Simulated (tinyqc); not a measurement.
# Channel mobility from two channel lengths

Inverse problem. Two power MOSFETs differ only in channel length: R_on = R_rest + Lc (Wp + a)/(2 mch Cox Vov), Cox = 3.9 eps0/tox. Find mch and R_rest.

Values chosen for this exercise: gate oxide thickness (eps_r 3.9) tox = 53 nm; gate overdrive Vov = 7 V; width of the p body in one cell, channels included Wp = 4 um; gap between neighbouring p bodies a = 2.2 um.

Constants: eps0 = 8.8541878128e-14 F/cm where lengths are in cm. Results are converted to the units shown.

R_on at Lc = 0.55 and 1.4 um (mohm cm^2): 2.8378564  5.0599982

Answer. R_on is a straight line in Lc; its slope gives mch and its intercept the rest.

mch = 26.0 cm^2/(V s)
R_rest = 1.40 mohm cm^2

Computed by the program tinyqc: `OMP_NUM_THREADS=1 python tinyqc.py 2230022 2230023 out.jsonl`, one thread of a shared Intel Xeon 2.30GHz, about 0.01 s for the whole run.
